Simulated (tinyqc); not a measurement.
Worked calculation: Berg model of reactive sputtering of a nitride or oxide: poisoning, hysteresis and pumping speed. Computed by tinyqc, a small Python program that keeps every step. Command: `OMP_NUM_THREADS=1 python tinyqc.py 3026634 3026635 out.jsonl berg walk`. One thread of a shared host (Intel(R) Xeon(R) Processor @ 2.30GHz), about 0.05 s of CPU time with the checks. Intermediate numbers are printed to about 6 digits and carried at full precision; extremes and crossings named in words are read from the listed rows.

A diatomic gas reacts with bare metal on the target and on the collecting surfaces; ions remove metal and compound from the target. theta_t and theta_c are the compound fractions.

Inputs (values chosen for the exercise, close to those used for aluminium oxide):

| quantity | value | unit |
|---|---|---|
| ion current density J | 5.1 | mA/cm^2 |
| target area A_t | 110 | cm^2 |
| collecting area A_c | 4000 | cm^2 |
| metal yield Y_m | 0.87 | - |
| compound yield Y_c | 0.049 | - |
| sticking coefficient alpha | 0.63 | - |
| reactive atoms per metal atom z | 1.5 | - |
| gas mass M | 32 | u |
| pumping speed S | 350 | l/s |
| gas temperature T | 300 | K |
| reactive partial pressure P | 0.028 | Pa |

Constants: e = 1.602176634e-19 C; u = 1.6605390666e-27 kg; k_B = 1.380649e-23 J/K.

## Steady state at the pressure P

Ion flux j = J/e; gas flux F = P/sqrt(2 pi M k_B T). Target: (2/z) alpha F (1 - theta_t) = j Y_c theta_t. Sputtered flows F_c = j Y_c theta_t A_t, F_m = j Y_m (1 - theta_t) A_t. Collector: (2/z) alpha F (1 - theta_c) A_c + F_c (1 - theta_c) = F_m theta_c. Gas use Q = alpha F [(1 - theta_t) A_t + (1 - theta_c) A_c] + P S/(k_B T); 1 sccm = 4.4780e17 molecules/s. Rate R = F_m + F_c, given relative to j Y_m A_t.

ion flux j = 3.18317e+16 1/(cm^2 s)

gas flux F = 7.52950e+16 1/(cm^2 s)

theta_t = 0.975933

theta_c = 0.999710

gas use (sccm): target 0.28044, collector 0.12268, pump 5.28369

total flow Q = 5.68681 sccm

rate relative to clean metal = 0.0790338

The target is poisoned. The film is 100.0 % compound.

## Critical pumping speed

P is a single-valued function of the flow Q only if dQ/dP > 0 everywhere: S must exceed k_B T times the steepest fall of the surface terms with P.

pressure of the steepest fall = 9.74823e-04 Pa

critical pumping speed = 1201.25 l/s

S is 0.29 times the critical value: the flow curve is S-shaped and flow control shows hysteresis.

## The hysteresis loop

Turning points solve dQ/dP = 0; a jump keeps Q fixed; the width of the loop is the difference of the two turning flows.

Corners of the loop:

| point | P (Pa) | Q (sccm) | theta_t | theta_c | relative rate |
|---|---|---|---|---|---|
| edge of the metallic branch | 0.00055882 | 2.32491 | 0.447298 | 0.752748 | 0.577895 |
| landing, poisoned | 0.00898581 | 2.32491 | 0.928639 | 0.997335 | 0.123663 |
| edge of the poisoned branch | 0.00336729 | 1.72364 | 0.829832 | 0.983324 | 0.216906 |
| landing, metallic | 0.00018328 | 1.72364 | 0.209753 | 0.412750 | 0.802060 |

width of the loop = 0.601274 sccm

Raising the flow past 2.32 sccm drops the rate from 0.578 to 0.124; the metallic mode returns only below 1.72 sccm. The best film reachable on the metallic branch is 75 % compound, so the region between needs pressure feedback. The pressure P of the inputs lies on the poisoned branch.

## Flow curve at three pumping speeds

The formulas are those given above.

Pressure as the free variable:

| P (Pa) | theta_t | theta_c | relative rate | Q at S_c/4 (sccm) | Q at S_c (sccm) | Q at 2 S_c (sccm) |
|---|---|---|---|---|---|---|
| 0.000049 | 0.066260 | 0.137668 | 0.937472 | 0.66641 | 0.69021 | 0.7219 |
| 0.000097 | 0.123173 | 0.251515 | 0.883764 | 1.14980 | 1.19692 | 1.2597 |
| 0.000190 | 0.215785 | 0.423335 | 0.796369 | 1.75084 | 1.84313 | 1.9662 |
| 0.000340 | 0.329935 | 0.605170 | 0.688648 | 2.18135 | 2.34650 | 2.5667 |
| 0.000580 | 0.456511 | 0.762616 | 0.569201 | 2.30864 | 2.59037 | 2.9660 |
| 0.000970 | 0.584159 | 0.874965 | 0.448742 | 2.16031 | 2.63148 | 3.2597 |
| 0.001600 | 0.698535 | 0.940732 | 0.340808 | 1.89484 | 2.67203 | 3.7083 |
| 0.002400 | 0.776572 | 0.969748 | 0.267166 | 1.71047 | 2.87625 | 4.4306 |
| 0.003900 | 0.849579 | 0.987215 | 0.198271 | 1.63013 | 3.52452 | 6.0504 |
| 0.007800 | 0.918673 | 0.996505 | 0.133068 | 1.93948 | 5.72827 | 10.7800 |

At S_c/4 the flow falls with pressure in 4 of the intervals: as the target poisons, less metal arrives to getter the gas. At 2 S_c it rises throughout. Coverages and rate depend on P alone, not on S. The collector converts before the target (theta_c = 0.76 at theta_t = 0.46), since the metal is spread over a larger area and no ions clean it. The rate tends to Y_c/Y_m = 0.056.

Checks made by the program: gas taken up by surfaces against gas bound in the growing film (relative difference below 1e-10).
